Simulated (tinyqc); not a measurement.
Deep-level transient spectroscopy: one step of the calculation.

Schottky contact on an n-type layer with shallow donors Nd (all ionised) and a donor-like deep trap, neutral when filled and positive when empty; depletion approximation. Traps within lam of the depletion edge stay filled. A long pulse to Vp fills the traps beyond x1 = Wp - lam; back at Vr those between x1 and x2 = Wr - lam emit. A rate window reads S = C(t2) - C(t1).

Question. Poole-Frenkel lowering. A Coulomb centre of charge +q (when empty) in the field F lowers its barrier by dE = sqrt(q F/(pi eps0 eps_r)) along the field. One-dimensional rate: en exp(b), b = dE/kB T; three-dimensional (Hartke): en {[1 + (b - 1) exp(b)]/b^2 + 1/2}.

Inputs (values chosen for the exercise); material values close to those of silicon:
- eps_r = 11.5 (relative permittivity)
- T = 136 K (temperature of the transient)
- F = 57 kV/cm (field at the trap)

Constants: q = 1.602176634e-19 C, kB = 1.380649e-23 J/K, eps0 = 8.8541878128e-14 F/cm where lengths are in cm. Results are converted to the units shown.

en = 456.48562 1/s

Find: dE; b; rate, one-dimensional; rate, three-dimensional.

Answer.

dE = 53.431 meV
b = 4.5591
rate, one-dimensional = 43595 1/s
rate, three-dimensional = 7714.9 1/s

Computed by the program tinyqc: `OMP_NUM_THREADS=1 python tinyqc.py 2050148 2050149 out.jsonl`, one thread of a shared Intel Xeon 2.30GHz, about 0.01 s for the whole run.
